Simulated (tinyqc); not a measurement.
Gate-all-around wire, scale length and short-channel effects: effect of the drain voltage.

A round wire of diameter ts in an insulator shell of thickness ti under a surrounding gate. Below threshold the potential that source and drain add obeys Laplace's equation and vanishes on the gate. Its lowest mode decays along the channel as exp(-k y); k is the smallest positive root of the matching condition at the interface, and the scale length is Lambda = pi/k.

k is the smallest positive root of f(k) = ei J0(u)[J1(u) Y0(v) - Y1(u) J0(v)] - eps_r J1(u)[J0(u) Y0(v) - Y0(u) J0(v)], u = k ts/2, v = u + k ti. Along the channel psi(y) = s + a exp(y/l) + b exp(-y/l) with psi(0) = Vbi, psi(L) = Vbi + Vds and l = 1/k = Lambda/pi; with A = Vbi - s, B = A + Vds, x = exp(-L/l): a = (B - A x) x/(1 - x^2), b = (A - B x)/(1 - x^2). The minimum is s + 2 sqrt(a b), at y = (l/2) ln(b/a). The long-channel potential follows the gate as s = sT + (Vg - VTL)/m, and the threshold VT is the gate voltage at which the minimum equals sT. Swing = m Vt ln 10/g at threshold, g = d(minimum)/ds = 1 - (b x + a)/((1 + x) sqrt(a b)). DIBL = [VT(0.05 V) - VT(Vds)]/(Vds - 0.05 V). sT and Vbi are held fixed; m = 1.

Inputs (values chosen for the exercise); permittivities: semiconductor close to that of In0.53Ga0.47As, insulator close to that of zirconium oxide: temperature T = 350 K; relative permittivity of the semiconductor eps_r = 13.9; relative permittivity of the insulator ei = 26; insulator thickness ti = 6.2 nm; wire diameter ts = 4 nm; channel length L = 22 nm; potential of the source Vbi = 1 V; potential of the barrier top at threshold sT = 0.61 V.

Constants: q = 1.602176634e-19 C, kB = 1.380649e-23 J/K, Vt = kB T/q. Results are converted to the units shown.

The same in every row: Lambda (nm) = 10.23; L/Lambda = 2.150.

Effect of the drain voltage:

| Vds (V) | VT - VTL at Vds (mV) | DIBL (mV/V) | swing (mV/decade) |
|---|---|---|---|
| 0.2 | -35.17 | 32.25 | 74.64 |
| 0.35 | -39.47 | 30.44 | 74.78 |
| 0.5 | -43.38 | 28.98 | 74.94 |
| 0.65 | -47.00 | 27.77 | 75.12 |
| 0.8 | -50.40 | 26.74 | 75.29 |
| 0.95 | -53.60 | 25.85 | 75.47 |
| 1.1 | -56.65 | 25.06 | 75.64 |

As Vds goes from 0.2 to 1.1 V, Lambda stays at 10.2 nm, DIBL falls from 32.2 to 25.1 mV/V and the swing rises from 74.6 to 75.6 mV a decade.

Numbers from tinyqc (`OMP_NUM_THREADS=1 python tinyqc.py 2420099 2420100 out.jsonl`; about 0.01 s on one thread of a shared Intel Xeon 2.30GHz).
